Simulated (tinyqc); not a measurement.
# Heated strip on a layer stack, thermal resistances with spreading: several studies

A long strip of width ws dissipates Pw per length on three layers over a heat sink. Heat is taken to spread at 45 degrees, so the width of the flow grows by twice the depth: w1 = ws + 2 t1, w2 = w1 + 2 t2, w3 = w2 + 2 t3 at the bottoms of the layers. This is a rule of thumb, not a solution of the heat equation.

Values chosen for this exercise; conductivities close to those of gallium nitride (layer 1), silicon (layer 2) and solder (layer 3):
- T0 = 293 K (heat-sink temperature)
- ws = 1.1 um (width of the heated strip)
- Pw = 6.7 W/mm (power per length of the strip)
- t1 = 0.69 um (thickness of layer 1)
- k1 = 160 W/(m K) (conductivity of layer 1)
- Rb = 55 m^2 K/GW (boundary resistance between layers 1 and 2)
- t2 = 350 um (thickness of layer 2)
- k2 = 145 W/(m K) (conductivity of layer 2 at 300 K)
- p = 1.1 (exponent in k2(T) = k2 (300 K/T)^p)
- t3 = 30 um (thickness of layer 3)
- k3 = 56.1 W/(m K) (conductivity of layer 3)

Each table varies one quantity; the others keep the values above.

## Effect of the boundary resistance between layers 1 and 2

Resistances times length: layer i, ln(w_i/w_(i-1))/(2 k_i) with w0 = ws; boundary, Rb/w1. From the sink upward: Ta = T0 + Pw R3; across layer 2 the Kirchhoff transform gives Tb^(1-p) = Ta^(1-p) + (1 - p)(300 K)^(-p) Pw R2; Tc = Tb + Pw Rboundary; Tj = Tc + Pw R1. The share is that of R1 + Rboundary in the sum of the four resistances.

Results:

| Rb (m^2 K/GW) | sum of resistances (K mm/W) | share of layer 1 and boundary (%) | Tj - T0 (K) | (Tj - T0)/Pw (K mm/W) |
|---|---|---|---|---|
| 1 | 23.14 | 12.72 | 191.2 | 28.54 |
| 4.5 | 24.56 | 17.74 | 200.7 | 29.95 |
| 9.7 | 26.65 | 24.21 | 214.7 | 32.05 |
| 21 | 31.21 | 35.27 | 245.3 | 36.61 |
| 44 | 40.48 | 50.10 | 307.4 | 45.88 |
| 94 | 60.64 | 66.69 | 442.5 | 66.04 |

Estimate the missing row, Rb = 2.1 m^2 K/GW.

Computed row:

| Rb (m^2 K/GW) | sum of resistances (K mm/W) | share of layer 1 and boundary (%) | Tj - T0 (K) | (Tj - T0)/Pw (K mm/W) |
|---|---|---|---|---|
| 2.1 | 23.59 | 14.36 | 194.2 | 28.99 |

With this row back in the table: As Rb goes from 1 to 94 m^2 K/GW, Tj - T0 rises from 191 to 442 K, on average as Rb^(0.18), and the share of layer 1 and the boundary rises from 12.7 to 66.7 %. For Rb = 44 to 94 m^2 K/GW Tj passes 550 K, beyond usual device limits, and k1 and k3 would no longer be constant.

## Effect of the heat-sink temperature

Same model as above.

The same in every row: sum of resistances (K mm/W) = 44.92; share of layer 1 and boundary (%) = 55.03.

Results:

| T0 (K) | Tj - T0 (K) | (Tj - T0)/Pw (K mm/W) |
|---|---|---|
| 250 | 310.3 | 46.31 |
| 280 | 329.0 | 49.10 |
| 310 | 347.9 | 51.92 |
| 370 | 386.4 | 57.67 |
| 400 | 406.0 | 60.59 |
| 430 | 425.7 | 63.54 |

Estimate the missing row, T0 = 340 K.

Computed row:

| T0 (K) | Tj - T0 (K) | (Tj - T0)/Pw (K mm/W) |
|---|---|---|
| 340 | 367.0 | 54.78 |

With this row back in the table: As T0 goes from 250 to 430 K, Tj - T0 rises from 310 to 426 K, on average as T0^(0.58), and the share of layer 1 and the boundary stays at 55.0 %. The apparent resistance grows from 46.3 to 63.5 K mm/W because k2 falls as layer 2 warms. In every row Tj passes 550 K, beyond usual device limits, and k1 and k3 would no longer be constant.

## Effect of the power per length of the strip

Same model as above.

The same in every row: sum of resistances (K mm/W) = 44.92; share of layer 1 and boundary (%) = 55.03.

Effect of the power per length of the strip:

| Pw (W/mm) | Tj - T0 (K) | (Tj - T0)/Pw (K mm/W) |
|---|---|---|
| 1.1 | 49.77 | 45.24 |
| 1.6 | 73.02 | 45.64 |
| 2.4 | 111.1 | 46.28 |
| 3.6 | 170.3 | 47.31 |
| 5.2 | 253.7 | 48.80 |
| 7.7 | 395.8 | 51.41 |

As Pw goes from 1.1 to 7.7 W/mm, Tj - T0 rises from 49.8 to 396 K, on average as Pw^(1.07), and the share of layer 1 and the boundary stays at 55.0 %. The apparent resistance grows from 45.2 to 51.4 K mm/W because k2 falls as layer 2 warms. At Pw = 7.7 W/mm Tj passes 550 K, beyond usual device limits, and k1 and k3 would no longer be constant.

Numbers from tinyqc (`OMP_NUM_THREADS=1 python tinyqc.py 2520044 2520045 out.jsonl`; about 0.01 s on one thread of a shared Intel Xeon 2.30GHz).
